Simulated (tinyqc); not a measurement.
Periodic multilayer mirror for extreme ultraviolet light: sweeps and comparisons. A value that a table varies takes the place of the one given here.

s polarisation, vacuum above. q_j = sqrt(N_j^2 - sin^2 theta); interface r_jk = (q_j - q_k)/(q_j + q_k) exp(-2 (2 pi/lam)^2 q_j q_k sg^2) (Nevot-Croce; sg = 0 if not given); phase factor of a layer x_j = exp(4 pi i q_j d_j/lam). Each period has the spacer (thickness (1 - Gm) L) on top of the absorber (Gm L). In this recursion R is the amplitude; R in tables and results is the reflectance, its squared modulus. The substrate is of the spacer material. Starting with R = 0 in it, each interface upward gives R -> (r + R x)/(1 + r R x), x that of the layer below the interface (1 for the substrate).

Values chosen for the exercise (optical constants near those of Mo and Si at 13.5 nm; not measured data): lam = 13.5 nm (wavelength); dA = (0.0735, 0.00664) (delta and beta of the absorber, N = 1 - delta + i beta); dS = (0.0011, 0.0018) (delta and beta of the spacer and the substrate); L = 7.02 nm (period); Gm = 0.42 (absorber share of the period); theta = 6 degrees (angle from the normal); sg = 0 nm (interface roughness); Np = 60 (periods).

## Number of periods

The last column sets both beta to zero.

Reflectance:

| periods | R | R without absorption |
|---|---|---|
| 5 | 0.107 | 0.121 |
| 10 | 0.311 | 0.384 |
| 15 | 0.482 | 0.633 |
| 20 | 0.588 | 0.802 |
| 30 | 0.674 | 0.950 |
| 40 | 0.694 | 0.988 |
| 50 | 0.699 | 0.997 |
| 60 | 0.700 | 0.999 |
| 80 | 0.700 | 1.000 |
| 100 | 0.700 | 1.000 |

R reaches 0.694 at 40 periods and 0.700 at 100; it stays within 0.01 of the last value from 40 periods on. Without absorption the last value is 1.000: absorption, not the count of layers, caps the mirror.

## Wavelength

The optical constants are held fixed.

Reflectance:

| lam (nm) | R |
|---|---|
| 12.9 | 0.083 |
| 13.0 | 0.085 |
| 13.1 | 0.188 |
| 13.2 | 0.341 |
| 13.3 | 0.554 |
| 13.4 | 0.651 |
| 13.5 | 0.700 |
| 13.6 | 0.723 |
| 13.7 | 0.721 |
| 13.8 | 0.647 |
| 13.9 | 0.219 |
| 14.0 | 0.205 |
| 14.1 | 0.053 |
| 14.2 | 0.098 |
| 14.3 | 0.025 |

The largest value listed is 0.723 at 13.6 nm, against lam_B = 2 L Re(mean q) = 13.518 nm; the peak lies on the long side, where the nodes of the standing wave fall in the absorber. R exceeds half of that from 13.3 to 13.8 nm of the wavelengths listed, at least 3.7 % of the wavelength; a chain of ten mirrors narrows it, since R^10 falls to half where R has lost only 7 %.

## Absorber share

For each Gm the period is set so that lam_B = 2 L Re(mean q) equals lam - 0.09 nm.

Results:

| Gm | L (nm) | R |
|---|---|---|
| 0.15 | 6.824 | 0.557 |
| 0.20 | 6.850 | 0.652 |
| 0.25 | 6.875 | 0.697 |
| 0.30 | 6.901 | 0.717 |
| 0.35 | 6.927 | 0.725 |
| 0.40 | 6.953 | 0.726 |
| 0.45 | 6.980 | 0.720 |
| 0.50 | 7.006 | 0.710 |
| 0.60 | 7.060 | 0.669 |
| 0.70 | 7.115 | 0.594 |

The largest value listed is 0.726 at 0.4. The contrast of a period goes as sin(pi Gm) and is largest at 0.5, while the loss grows with Gm; R is 0.710 at 0.5, 0.717 at 0.3 and 0.594 at 0.7. Absorption pulls the best share below 0.5.

## Angle of incidence

Results:

| theta (degrees) | lam_B (nm) | R |
|---|---|---|
| 0 | 13.598 | 0.663 |
| 2 | 13.589 | 0.669 |
| 4 | 13.562 | 0.682 |
| 6 | 13.518 | 0.700 |
| 8 | 13.456 | 0.717 |
| 10 | 13.377 | 0.726 |
| 12 | 13.280 | 0.710 |
| 14 | 13.166 | 0.522 |
| 16 | 13.034 | 0.232 |
| 18 | 12.886 | 0.097 |
| 20 | 12.720 | 0.036 |

lam_B = 2 L Re(mean q) falls with the angle, from 13.598 to 12.720 nm; the largest value listed is 0.726 at 10 degrees. R stays above 90 % of that value at 0, 2, 4, 6, 8, 10 and 12 degrees, which bounds the cone of light that a mask or mirror with this period accepts.

## Tolerances

R of the mirror, and R^10 for a chain of ten such mirrors. Each row changes one parameter from the base and keeps the others.

Results:

| case | R | R^10 |
|---|---|---|
| base | 0.6999 | 0.0282 |
| L = 7.06 nm | 0.6654 | 0.0170 |
| Gm = 0.46 | 0.7066 | 0.0310 |
| theta = 8 degrees | 0.7169 | 0.0358 |
| sg = 0.2 nm | 0.6959 | 0.0266 |
| dA = (0.0735, 0.00797) | 0.6658 | 0.0171 |
| lam = 13.55 nm | 0.7143 | 0.0346 |

The largest shifts from the base row, up to three for each result and ties (the steps differ in size, so this ranks the rows, not the parameters). R: L -0.0344, dA -0.0341, theta +0.0170. R^10: L -0.0112, dA -0.0111, theta +0.00766.

Run: tinyqc, `OMP_NUM_THREADS=1 python tinyqc.py 1682518 1682519 out.jsonl`; Intel(R) Xeon(R) Processor @ 2.30GHz, one thread, shared host; about 0.01 s of CPU time with all checks.
